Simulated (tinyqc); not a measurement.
Band gaps under pressure and temperature from deformation potentials: one step. Volume under pressure. Five cases, with inputs chosen for the exercise.

Task: Give B0, V/V0, ln(V/V0), the change of the lattice constant and the linear estimate -P/B0.

Murnaghan: V/V0 = (1 + Bp P/B0)^(-1/Bp), B0 = (C11 + 2 C12)/3. Each gap moves by a ln(V/V0) with its volume potential a, and falls with temperature by aV T^2/(T + bV) (Varshni); the two effects are added. No change of phase is considered.

Give: B0; V/V0; ln(V/V0); change of a; -P/B0.

Case 1.

Values chosen (near those of AlAs, the X and L potentials typical of such crystals; not measured data): C11 = 124.4 GPa; C12 = 52.9 GPa; Bp = 4.5 (pressure derivative of the bulk modulus); P = 1.9 GPa (pressure).

Result:

B0 = 76.73 GPa
V/V0 = 0.97680
ln(V/V0) = -0.02348
change of a = -0.779 %
-P/B0 = -0.02476

The stiffening under pressure makes the compression 5.2 % smaller than the linear estimate.

Case 2.

Values chosen (near those of Si, the X and L potentials typical of such crystals; not measured data): C11 = 166 GPa; C12 = 65.1 GPa; Bp = 4.11 (pressure derivative of the bulk modulus); P = 2.8 GPa (pressure).

Result:

B0 = 98.73 GPa
V/V0 = 0.97353
ln(V/V0) = -0.02682
change of a = -0.890 %
-P/B0 = -0.02836

The stiffening under pressure makes the compression 5.4 % smaller than the linear estimate.

Case 3.

Values chosen (near those of Ge, the X and L potentials typical of such crystals; not measured data): C11 = 127.5 GPa; C12 = 48.5 GPa; Bp = 4.63 (pressure derivative of the bulk modulus); P = 0.9 GPa (pressure).

Result:

B0 = 74.83 GPa
V/V0 = 0.98836
ln(V/V0) = -0.01170
change of a = -0.389 %
-P/B0 = -0.01203

The stiffening under pressure makes the compression 2.7 % smaller than the linear estimate.

Case 4.

Values chosen (near those of InAs, the X and L potentials typical of such crystals; not measured data): C11 = 82.2 GPa; C12 = 46 GPa; Bp = 4.68 (pressure derivative of the bulk modulus); P = 5.9 GPa (pressure).

Result:

B0 = 58.07 GPa
V/V0 = 0.92024
ln(V/V0) = -0.08312
change of a = -2.733 %
-P/B0 = -0.10161

The stiffening under pressure makes the compression 18.2 % smaller than the linear estimate.

Case 5.

Values chosen (near those of AlAs, the X and L potentials typical of such crystals; not measured data): C11 = 124.4 GPa; C12 = 52.5 GPa; Bp = 4.3 (pressure derivative of the bulk modulus); P = 1.7 GPa (pressure).

Result:

B0 = 76.47 GPa
V/V0 = 0.97899
ln(V/V0) = -0.02123
change of a = -0.705 %
-P/B0 = -0.02223

The stiffening under pressure makes the compression 4.5 % smaller than the linear estimate.

Computed by tinyqc, one run a case: `OMP_NUM_THREADS=1 python tinyqc.py N N+1 out.jsonl` with N = 1050097, 1050299, 1050536, 1050681, 1050735; one thread of a shared Intel(R) Xeon(R) Processor @ 2.30GHz, about 0.01 s a run at most.
